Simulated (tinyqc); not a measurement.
Lateral field, substrate current, probability of reaching the oxide barrier and hot-carrier lifetime of a silicon transistor (pseudo-two-dimensional and lucky-electron models): one step, computed by the program tinyqc.

Local-field models: a lucky carrier gains its energy at the peak field over a path free of collisions. Voltages are magnitudes.

Task: Peak lateral field. C_ox = 3.9 eps_0/t; F_sat = 2 v_s/mu; V_Dsat = V_ov F_sat L/(V_ov + F_sat L), V_ov = V_G - V_T; I_D/W = C_ox v_s (V_ov - V_Dsat). Scale length l = 0.22 t^(1/3) x_j^(1/2) (all in cm); F_m = sqrt(((V_D - V_Dsat)/l_e)^2 + F_sat^2), with l_e = l; length of the velocity-saturated region l_e ln((V_D - V_Dsat)/(l_e F_sat) + F_m/F_sat).

Inputs (values chosen for the exercise, modelled on a silicon n-channel):
```
quantity                             value                      unit
channel length L                       590                        nm
oxide thickness t                       17                        nm
junction depth x_j                     160                        nm
mobility mu                            330                cm^2/(V s)
saturation velocity v_s               0.87                  1e7 cm/s
threshold voltage V_T                 0.47                         V
gate voltage V_G                       1.3                         V
drain voltage V_D                      3.6                         V
ionisation prefactor A_i           2.1e+06                      1/cm
ionisation field B_i                  1.76                     MV/cm
hot-carrier mean free path lambda        8                        nm
oxide barrier phi_b                    3.1                        eV
interface-trap threshold phi_it        3.8                        eV
lifetime constant H                    300  s microampere/micrometre
```

Drain: abrupt.

Constants: eps_0 = 8.8541878128e-12 F/m.

Give: scale length l; peak field F_m; velocity-saturated length; energy gained over one free path, e lambda F_m.

Result:

scale length l = 105.03 nm

peak field F_m = 285.30 kV/cm

velocity-saturated length = 249.22 nm

energy gained over one free path, e lambda F_m = 0.22824 eV

Caution: e V_D is below phi_b or phi_it, so the available energy, not the field, limits hot carriers, and the lucky-electron formulas overstate them.
